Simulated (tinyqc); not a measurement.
Sharpness of the interface: valley splitting of a silicon quantum well in envelope theory.

The well lies at 0 < z < L; U(z) = V0 [1/(1 + exp(z/w)) + 1/(1 + exp((L - z)/w))] - e F z, 1 mV/nm = 1e-4 eV/angstrom. The envelope psi solves -(c/ml) psi'' + U psi = E psi, c = hbar^2/2m0, by three-point differences on a grid of 0.1 angstrom from -40 to L + 40 angstrom. The two valleys at +/- k0 couple through D = C0 times the integral of exp(-i q z) U(z) psi^2, q = 2 k0 (2 pi/a), and split by Ev = 2|D|.

Random alloy: with Y(z) = Yw + (Yb - Yw) B(z), B the bracket in U, and in-plane density exp(-r^2/ad^2)/(pi ad^2), D gains a random complex part of variance sigma^2 = (C0^2/pi)(a^2 V0/(8 ad (Yb - Yw)))^2 (4/a) times the integral of psi^4 Y (1 - Y). Alone it gives a mean splitting sqrt(pi) sigma; together with the smooth part the rms splitting is 2 sqrt(|D|^2 + sigma^2).

Constants: hbar^2/2m0 = 3.80998211 eV angstrom^2.

Inputs chosen for the exercise (near those of a strained Si well in SiGe; shifted at random, so the results belong to these values and not to a real crystal): L = 36 angstrom (well width); V0 = 0.16 eV (conduction offset); ml = 0.933 m0 (mass along z); F = 8.1 mV/nm (field pressing towards the upper interface); k0 = 0.845 2 pi/a (valley position); a = 5.431 angstrom (lattice constant); C0 = 0.269 (Bloch overlap factor); Yb = 0.25 (Ge share of the barrier); Yw = 0 (Ge share of the well); ad = 150 angstrom (dot radius); ws = (0.3, 0.6, 0.9, 1.2, 1.8, 3.2, 4) angstrom (interface widths).

The smooth part 2|D| and the disorder part against w, beside y/sinh(y) with y = pi q w. The 12 to 88 % width of the step is 4w.

Results:
```
w (angstrom)  4w (angstrom)  2|D| (micro-eV)  y/sinh(y)  sqrt(pi) sigma (micro-eV)
0.3                     1.2           150.36       0.60                       17.0
0.6                     2.4            42.34       0.19                       19.0
0.9                     3.6            12.76      0.044                       21.8
1.8                     7.2             0.22    0.00035                       34.1
3.2                    12.8             0.00    1.1e-07                       62.1
4.0                    16.0             0.00    1.0e-09                       80.5
```

Give the missing row, w (angstrom) = 1.2.

Computed row:
```
w (angstrom)  4w (angstrom)  2|D| (micro-eV)  y/sinh(y)  sqrt(pi) sigma (micro-eV)
1.2                     4.8             3.74     0.0093                       25.2
```

The smooth part needs a Fourier component of U psi^2 at a wavelength of 3.21 angstrom; from the first row to the third it falls by a factor 11.8, while y/sinh(y) falls by 13.6 (the envelope near the step and the phase between the two interfaces change too). The disorder part goes from 17.0 to 80.5 micro-eV, growing as the electron overlaps more alloy. It takes over between w = 0.6 and 0.9 angstrom, that is a step 2.4 to 3.6 angstrom wide, with 1.36 angstrom to an atomic layer.

tinyqc: `OMP_NUM_THREADS=1 python tinyqc.py 1281273 1281274 out.jsonl`; about 0.1 s, one thread, shared Intel(R) Xeon(R) Processor @ 2.30GHz.
